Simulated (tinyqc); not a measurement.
Avalanche multiplication and breakdown of a junction from ionisation integrals: one step, computed by the program tinyqc. Command: `OMP_NUM_THREADS=1 python tinyqc.py 3001299 3001300 out.jsonl impact walk`. One thread of a shared host (Intel(R) Xeon(R) Processor @ 2.30GHz), about 0.01 s of CPU time with the checks.

Ionisation coefficients follow the local field. Position x runs through the depletion layer from the p side (x = 0), where electrons enter, to the n side (x = w), where holes enter. The built-in voltage is neglected.

Problem. Multiplication and noise. M_n = 1/(1 - I_n), M_p = M_n exp(-Phi(w)); McIntyre excess noise for the carrier with the larger M, F_x = k M + (1 - k)(2 - 1/M), with k = (smaller M - 1)/(larger M - 1).

Junction: punch-through p+ n- n+.

Every 50th point:

| x (micrometre) | F (MV/cm) | alpha_n (1/cm) | alpha_p (1/cm) | Phi | I_n up to x |
|---|---|---|---|---|---|
| 0.000 | 0.2113269 | 1.135665e+04 | 2.257862e+04 | 0.0000000 | 0.0000000 |
| 0.095 | 0.1919878 | 5.502920e+03 | 1.215019e+04 | -0.0838187 | 0.0808747 |
| 0.190 | 0.1726486 | 2.266960e+03 | 5.690873e+03 | -0.1305982 | 0.1200331 |
| 0.285 | 0.1533094 | 7.466646e+02 | 2.201252e+03 | -0.1528641 | 0.1353367 |
| 0.380 | 0.1339703 | 1.784670e+02 | 6.472408e+02 | -0.1613614 | 0.1398878 |
| 0.475 | 0.1146311 | 2.631864e+01 | 1.259188e+02 | -0.1637204 | 0.1408185 |
| 0.570 | 0.0952919 | 1.784647e+00 | 1.260477e+01 | -0.1641262 | 0.1409284 |
| 0.665 | 0.0759528 | 3.073863e-02 | 3.908082e-01 | -0.1641588 | 0.1409338 |
| 0.760 | 0.0566136 | 3.301749e-05 | 1.129115e-03 | -0.1641595 | 0.1409339 |

Give: M_n; M_p; effective k; excess noise factor.

Solution.

M_n = 1.164

M_p = 1.372

effective k = 0.4413

excess noise factor = 1.315

Injecting holes gives the larger gain and, at equal gain, the lower noise.
